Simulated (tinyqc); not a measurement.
# Surface potential of a MOS transistor: implicit equation and explicit approximations, step by step

Numbers from tinyqc (`OMP_NUM_THREADS=1 python tinyqc.py 2122194 2122195 out.jsonl`; about 0.01 s on one thread of a shared Intel Xeon 2.30GHz). Printed values are rounded.

p-type body, charge-sheet picture, depletion and inversion only, full ionisation (an idealisation for deep acceptors), Boltzmann statistics (rough once Na exp(x - xn) passes about Nc/7). In units of Vt: xg = (Vg - Vfb)/Vt, x = psi/Vt, G = gamma/sqrt(Vt), xn = (2 phiF + Vc)/Vt. The implicit equation is (xg - x)^2 = G^2 [x - 1 + exp(x - xn)] for x above about 3. Cox = eps0 eox/tox.

Values chosen for this exercise; band and dielectric values close to those of silicon: temperature T = 300 K; band gap Eg = 1.12 eV; relative permittivity eps_r = 11.7; conduction-band density of states at T Nc = 2.77e19 cm^-3; valence-band density of states at T Nv = 2.69e19 cm^-3; relative permittivity of the gate insulator (close to silicon nitride) eox = 7.64; insulator thickness tox = 41 nm; acceptor density Na = 1.7e18 cm^-3; flat-band voltage Vfb = -0.87 V; channel-body voltage Vc = 1 V; gate-body voltage Vg = 7.98 V.

Constants: q = 1.602176634e-19 C, kB = 1.380649e-23 J/K, Vt = kB T/q, eps0 = 8.8541878128e-14 F/cm where lengths are in cm. Results are converted to the units shown.

Range of the model: The electron quasi-Fermi level lies less than 2 Vt below the band edge at the surface, or above it, where degeneracy and confinement, left out, matter.

## Scales

ni = sqrt(Nc Nv) exp(-Eg/(2 Vt)), Eg in volts; phiF = Vt ln(Na/ni); gamma = sqrt(2 q eps0 eps_r Na)/Cox; VT = Vfb + Vt (xn + G sqrt(xn - 1)).

phiF = 0.488231 V
gamma = 4.55306 V^0.5
G = 28.3176
xn = 76.4530
VT = 7.46546 V
xg = 342.333

## Explicit approximation

Depletion value a = 1 + [sqrt(G^2/4 + xg - 1) - G/2]^2; inversion value b = xn + ln[(xg - xn)^2/G^2 - xn + 1] and first guess y = min(a, b) - ln(1 + exp(-|a - b|)) if a > xn + 1, else b = y = a; one second-order correction with D = exp(y - xn), p = 2 (xg - y) + G^2 (1 + D), w = (xg - y)^2 - G^2 (y - 1 + D): z = y + 2 w/(p + sqrt(p^2 - 2 (2 - G^2 D) w)), or the Newton step z = y + w/p where the root is not real.

a = 84.1361
b = 78.9949
y = 78.9891
p = 11456.9
w = -3316.61
z = 78.6483

The root of the implicit equation is x = 78.6554; y misses it by 0.33 and z by -0.0072, in units of Vt.

## Starting value

x = a rounded to two decimals.

x at the start = 84.14

## Iteration 1: new x

D = exp(x - xn), f = (xg - x)^2 - G^2 (x - 1 + D), f' = -2 (xg - x) - G^2 (1 + D), x(new) = x - f/f'.

D = 2179.91
f = -1.74805e6
f' = -1.74936e6
x after iteration 1 = 83.1408

## Iteration 2: new x

As before.

D = 802.548
f = -6.42240e5
f' = -6.44873e5
x after iteration 2 = 82.1448

## Course of the iteration

Stop when the step is below 1e-11, or after 60 iterations.

Course of the iteration:
```
iteration,x before the step,step
1,84.14,-0.999
2,83.1408,-0.996
3,82.1448,-0.983
4,81.1614,-0.942
5,80.2196,-0.819
6,79.4003,-0.543
7,78.8575,-0.185
8,78.6721,-0.0165
9,78.6556,-1.16e-4
10,78.6554,-5.71e-9
11,78.6554,0
```

Converged in 11 iterations. In 3 iterations the step is within 5 % of -1, the mark of an exponential that dominates f.

## Potential, charges and gate control

converged x = 78.6554

psi = Vt x; N_dep = Cox Vt G sqrt(x - 1)/q; N_inv = (Cox Vt G/q) [sqrt(x - 1 + exp(x - xn)) - sqrt(x - 1)]; dpsi/dVg = 1/[1 + G^2 (1 + exp(x - xn))/(2 (xg - x))].

psi = 2.03340 V
N_dep = 6.64331e12 cm^-2
N_inv = 3.7634e11 cm^-2
dpsi/dVg = 0.0614324

psi lies 2.2 Vt above 2 phiF + Vc.
